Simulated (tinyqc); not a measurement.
Interface traps from C-V curves, high-low and Terman methods: one step of the calculation.

MOS capacitor on an n-type substrate; psi is the band bending, negative in depletion; only majority carriers are counted. At the bending psi the Fermi level lies y = xi - psi below the conduction edge at the surface, xi = Vt ln(Nc/Nd). Dit(y) = D0 + D1 exp(-y/E1); traps fill up to the Fermi level, follow the bias and a slow signal, and do not follow a fast one. V is the gate voltage from flat band.

Task. The curves. Cox = 3.9 eps0/EOT, LD = sqrt(eps0 eps_r Vt/(q Nd)), u = psi/Vt, Cd = (eps0 eps_r/(sqrt(2) LD)) |exp(u) - 1|/sqrt(exp(u) - u - 1). Ideal V0 = psi - sqrt(2) (eps0 eps_r Vt/LD) sqrt(exp(u) - u - 1)/Cox for psi < 0; the traps add dV = (q/Cox) times the integral of Dit from 0 to psi = (q/Cox) [D0 psi + D1 E1 exp(-xi/E1) (exp(psi/E1) - 1)]. 1/C_HF = 1/Cox + 1/Cd, 1/C_LF = 1/Cox + 1/(Cd + q Dit). Take n equally spaced psi from pa to pb.

Values chosen for this exercise; band and dielectric values close to those of silicon:
```
symbol,value,unit,meaning
T,200,K,temperature
eps_r,11.6,,relative permittivity
Nc,1.52e19,cm^-3,conduction-band density of states at T
Nd,6.1e15,cm^-3,donor density
EOT,3.2,nm,equivalent oxide thickness
D0,7.6e11,cm^-2 eV^-1,trap density far from the band edge
D1,2.8e13,cm^-2 eV^-1,band-tail density at the conduction edge
E1,0.06,eV,decay energy of the tail
n,8,,points
pa,-0.66,V,deepest band bending
pb,-0.026,V,shallowest band bending
```

Constants: q = 1.602176634e-19 C, kB = 1.380649e-23 J/K, Vt = kB T/q, eps0 = 8.8541878128e-14 F/cm where lengths are in cm. Results are converted to the units shown.

Wanted: psi; y; Dit; V0; V; C_HF; C_LF; Cox.

Result.

```
point  psi (V)  y (eV)  Dit (cm^-2 eV^-1)   V0 (V)    V (V)  C_HF (nF/cm^2)  C_LF (nF/cm^2)
0      -0.6600  0.7948           7.600e11  -0.6933  -0.7941           27.24           131.5
1      -0.5694  0.7042           7.602e11  -0.6003  -0.6909           29.33           133.2
2      -0.4789  0.6136           7.610e11  -0.5071  -0.5875           32.00           135.5
3      -0.3883  0.5231           7.646e11  -0.4136  -0.4837           35.57           138.8
4      -0.2977  0.4325           7.807e11  -0.3197  -0.3795           40.71           144.9
5      -0.2071  0.3419           8.538e11  -0.2252  -0.2742           49.07           160.3
6      -0.1166  0.2514           1.184e12  -0.1297  -0.1654           66.61           210.0
7      -0.0260  0.1608           2.680e12  -0.0307  -0.0429           136.0           379.3
```

Cox = 1079 nF/cm^2

At the deepest bending the traps stretch the gate voltage from -0.693 to -0.794 V.

Range of the model: Traps more than about 25 kB T below the conduction edge emit electrons too slowly to follow an ordinary sweep, so the deepest points are idealised.

Computed by the program tinyqc: `OMP_NUM_THREADS=1 python tinyqc.py 2030043 2030044 out.jsonl`, one thread of a shared Intel Xeon 2.30GHz, about 0.01 s for the whole run.
